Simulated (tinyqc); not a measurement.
# One-dimensional ballistic tunnel FET, two-band WKB: effects of single changes

A p-type source for x < 0 with its Fermi level at 0 and its valence edge at ds; in the channel the bands fall as D exp(-x/lam) towards their flat values, with the conduction edge at Ec = ds - dP and D = dP + Eg. The gate moves dP one to one. The drain Fermi level lies at -Vd and the drain side reflects nothing. For w = E - Ec between 0 and dP an electron crosses the gap. Two-band dispersion with equal masses m: inside the gap kappa = sqrt(m u (1 - u/Eg)/C), u the distance from a band edge, C = hbar^2/(2 m0).

Values chosen for this exercise; band and dielectric values those of a made-up semiconductor: temperature T = 300 K; band gap Eg = 1.48 eV; band-edge mass of the two-band model m = 0.074 m0; screening length of the source junction lam = 1.9 nm; source valence edge above the source Fermi level ds = 0.05 eV; drain bias Vd = 0.2 V; number of degenerate subbands (spin apart) g = 1; tunnelling window Ev(source) - Ec(channel) dP = 0.34 eV.

Constants: q = 1.602176634e-19 C, kB = 1.380649e-23 J/K, hbar = 1.054571817e-34 J s, h = 6.62607015e-34 J s, m0 = 9.1093837015e-31 kg, Vt = kB T/q, hbar^2/(2 m0) = 0.0380998212 eV nm^2. Results are converted to the units shown.

Each table varies one quantity; the others keep the values above.

## Transfer curve and swing

S(w) = 2 lam int_0^Eg kappa(u) du/(w + Eg - u) = 2 pi lam sqrt(m/(C Eg)) [w + Eg/2 - sqrt(w (w + Eg))], T(w) = exp(-S). I = g (2 q^2/h) int_0^dP T(w) [f(E) - f(E + Vd)] dw, E = ds - dP + w, f(x) = 1/(1 + exp(x/Vt)). Swing = d(dP)/d(log10 I).

Transfer curve and swing:
```
dP (eV)  T(w = dP)    I (uA)  swing (mV/decade)
0.011     1.996e-4  1.600e-5              14.86
0.016     2.684e-4  3.120e-5              19.74
0.025     4.059e-4  7.552e-5              27.35
0.039     6.589e-4  2.051e-4              37.48
0.06      0.001132  6.152e-4              51.08
0.092     0.002076  0.002072              71.59
0.14      0.003998  0.007402              104.5
0.22      0.008520   0.02995              165.1
0.33       0.01718   0.09920              271.8
0.51       0.03624    0.3069              491.1
```

I rises from 1.60e-5 to 0.307 uA and the swing rises from 14.9 to 491 mV/decade. The thermionic limit is Vt ln 10 = 59.5 mV/decade; the swing stays under it up to dP = 0.06 eV among the rows, where I is 6.15e-4 uA, 0.20 % of the last row. Leakage below the onset is not in the model.

## Effect of the source degeneracy

Same model as above.

Effect of the source degeneracy:
```
ds (eV)    I (uA)  swing (mV/decade)
-0.05      0.1297              354.0
0          0.1339              324.3
0.05       0.1078              282.8
0.1       0.07210              234.6
0.15      0.04217              188.8
0.2       0.02130              149.5
0.25     0.008863              115.0
0.3      0.002774              85.75
```

What does the comparison show?

I goes from 0.130 through a maximum of 0.134 (at ds = 0 eV among the rows listed) to 0.00277 uA, and the swing falls from 354 to 85.8 mV/decade. The screening length is held fixed, though doping would change it.

Computed by the program tinyqc: `OMP_NUM_THREADS=1 python tinyqc.py 2620040 2620041 out.jsonl`, one thread of a shared Intel Xeon 2.30GHz, about 0.01 s for the whole run.
